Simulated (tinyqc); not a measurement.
# Off-state leakage of single and stacked transistors: effects of single changes

n-channel devices of unit width. Subthreshold current I(Vg, Vs, Vd) = I0 (T/300 K)^0.5 exp[(Vg - Vs - VT(T) - gb (Vs - Vb) + dd (Vd - Vs))/(nf Vt)] (1 - exp(-(Vd - Vs)/Vt)), VT(T) = VT - cT (T - 300 K). Gate-edge tunnelling Ig (Vd/1 V) exp(ag (Vd - 1 V)), for a gate at 0 V, and band-to-band leakage Ab u exp(-Bb/u), u = Vd - Vb + 1 V, flow at a drain held at V; both are taken as independent of T. In a stack of off transistors (all gates at 0 V) the same subthreshold current passes through each.

Parameters, values chosen for the exercise; values of the order met in bulk silicon logic transistors:
- T = 398 K (temperature)
- V = 1.1 V (supply voltage)
- VT = 0.33 V (threshold at 300 K, zero drain and body bias)
- cT = 0.9 mV/K (fall of the threshold with temperature)
- I0 = 0.19 uA/um (current at threshold at 300 K)
- nf = 1.2 (slope factor)
- dd = 0.05 (drain-induced lowering per volt)
- gb = 0.22 (rise of the threshold per volt of source-body bias)
- Ig = 6e-5 uA/um (gate-edge tunnelling current at 1 V)
- ag = 4.3 1/V (exponential slope of the gate current)
- Ab = 30 uA/(um V) (prefactor of band-to-band leakage at the drain)
- Bb = 28 V (its exponential voltage)
- Vb = 0 V (body voltage)

Constants: q = 1.602176634e-19 C, kB = 1.380649e-23 J/K, Vt = kB T/q. Results are converted to the units shown.

Each table varies one quantity; the others keep the values above.

## Subthreshold current against the height of the stack

All n gates at 0 V, bottom source at 0 V, top drain at V; node voltages follow from equal currents.

Subthreshold current against the height of the stack:
columns A: n; B: I (nA/um); C: reduction factor; D: drain voltage of the bottom device (mV); E: source voltage of the top device (mV); F: voltage across the top device (V)
```
A       B      C      D      E      F
1   2.339  1.000   1100      0  1.100
2  0.5008  4.670  49.94  49.94  1.050
3  0.2765  8.458  19.84  69.19  1.031
4  0.1905  12.28  12.49  81.26  1.019
5  0.1452  16.11  9.127  90.07  1.010
6  0.1172  19.95  7.190  96.99  1.003
```

The second transistor cuts the current by a factor of 4.67, the third by a further 1.81 and the sixth by 1.24. The top device keeps 91.2 % of the supply at n = 6, while the drain voltage of the bottom one falls to 0.210 Vt.

## Leakage components against the body voltage

Same model as above.

One transistor with Vg = Vs = 0, Vd = V; stack factor I(one)/I(two in series).

The same in every row: gate edge (nA/um) = 0.1015; stack factor = 4.670.

Leakage components against the body voltage:
```
Vb (V)  subthreshold (nA/um)  band-to-band (nA/um)  total (nA/um)  largest part
0.2                    6.812               0.02269          6.936  subthreshold
0                      2.339                0.1020          2.542  subthreshold
-0.2                  0.8029                0.3563          1.261  subthreshold
-0.4                  0.2757                 1.026          1.403  band-to-band
-0.6                 0.09464                 2.539          2.735  band-to-band
-0.8                 0.03249                 5.576          5.710  band-to-band
-1                   0.01115                 11.11          11.23  band-to-band
-1.2                0.003830                 20.45          20.56  band-to-band
-1.4                0.001315                 35.22          35.33  band-to-band
```

As Vb goes from 0.2 to -1.4, the total leakage goes from 6.94 through a minimum of 1.26 (at Vb = -0.2 among the rows listed) to 35.3 nA/um. The subthreshold part leads at Vb = 0.2, the band-to-band part from -0.4 on. The exact minimum lies at Vb = -0.274 V: reverse body bias lowers the subthreshold part by a decade every nf Vt ln 10/gb = 0.431 V but raises the band-to-band part. The reduction by a stack of two stays at 4.67, for the subthreshold part alone. For Vb = 0.2 the body is forward biased; the junction current, left out, is still small at this voltage.

Numbers from tinyqc (`OMP_NUM_THREADS=1 python tinyqc.py 2242014 2242015 out.jsonl`; about 0.03 s on one thread of a shared Intel Xeon 2.30GHz).
